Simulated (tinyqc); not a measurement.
Diameter from the threshold shift.

Problem. Undoped body with a flat potential across it, hard walls, transport along x. One isotropic valley (g = 1, mx = my = mz = me). Non-parabolicity enters the subband edges through E (1 + al E) = gamma, so E = 2 gamma/(1 + sqrt(1 + 4 al gamma)); motion within a subband is taken as parabolic with the band-edge mass. Energies are counted from the bulk band edge. gamma = C (2 z/(t + dl))^2 (1/my + 1/mz)/2, z the zeros of the Bessel functions J_l (2.404826, 3.831706, 5.135622, 5.520078, ...), twofold for l > 0; the mean inverse mass is an approximation for anisotropic valleys, C = hbar^2/(2 m0). Each subband has N_k = g sqrt(2 mx m0 kB T/(pi hbar^2)); without degeneracy n = exp(EF/Vt) sum N_k exp(-E_k/Vt). Classical value Nc times pi t^2/4, Nc = sum over valleys of 2 g (m m0 kB T/(2 pi hbar^2))^1.5 with m = (mx my mz)^(1/3). Threshold shift dVT = Vt ln(classical value/sum N_k exp(-E_k/Vt)). Find t and the lowest subband edge.

Inputs (values chosen for the exercise); masses close to those of In0.53Ga0.47As: temperature T = 400 K; mass at the band edge me = 0.0418 m0; non-parabolicity al = 1.2 1/eV; widening of the box by penetration into the insulator dl = 0 nm.

Constants: q = 1.602176634e-19 C, kB = 1.380649e-23 J/K, hbar = 1.054571817e-34 J s, m0 = 9.1093837015e-31 kg, Vt = kB T/q, hbar^2/(2 m0) = 0.0380998212 eV nm^2. Results are converted to the units shown.

dVT = 63.845739 mV

Answer. dVT is evaluated for trial values of t with all subbands; between 1.5 and 25 nm one value matches.

t = 14.5 nm
E_1 = 90.5 meV

Program tinyqc, `OMP_NUM_THREADS=1 python tinyqc.py 2350171 2350172 out.jsonl`; Intel Xeon 2.30GHz, shared host, one thread, about 0.1 s.
